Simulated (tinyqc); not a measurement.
Worked calculation: ROHF in the sto-3g basis, for BeH, spin multiplicity 2. One step of it, computed by the program tinyqc.

Question. Orthogonalisation. S = U s U^T; symmetric (Loewdin) form X = U s^(-1/2) U^T, so that X^T S X = 1.

overlap S:
```
           1Be 1s    1Be 2s   1Be 2px   1Be 2py   1Be 2pz     2H 1s
1Be 1s   1.000000  0.259517  0.000000  0.000000  0.000000  0.003257
1Be 2s   0.259517  1.000000  0.000000  0.000000  0.000000  0.105365
1Be 2px  0.000000  0.000000  1.000000  0.000000  0.000000  0.000000
1Be 2py  0.000000  0.000000  0.000000  1.000000  0.000000  0.000000
1Be 2pz  0.000000  0.000000  0.000000  0.000000  1.000000  0.157254
2H 1s    0.003257  0.105365  0.000000  0.000000  0.157254  1.000000
```

Give: eigenvalues of S; X.

Answer.

eigenvalues of S: 0.7130  0.8571  1.0000  1.0000  1.1401  1.2898

X:
```
          1Be 1s   1Be 2s  1Be 2px  1Be 2py  1Be 2pz    2H 1s
1Be 1s    1.0267  -0.1364   0.0000   0.0000  -0.0013   0.0093
1Be 2s   -0.1364   1.0312   0.0000   0.0000   0.0067  -0.0560
1Be 2px   0.0000   0.0000   1.0000   0.0000   0.0000   0.0000
1Be 2py   0.0000   0.0000   0.0000   1.0000   0.0000   0.0000
1Be 2pz  -0.0013   0.0067   0.0000   0.0000   1.0095  -0.0805
2H 1s     0.0093  -0.0560   0.0000   0.0000  -0.0805   1.0140
```
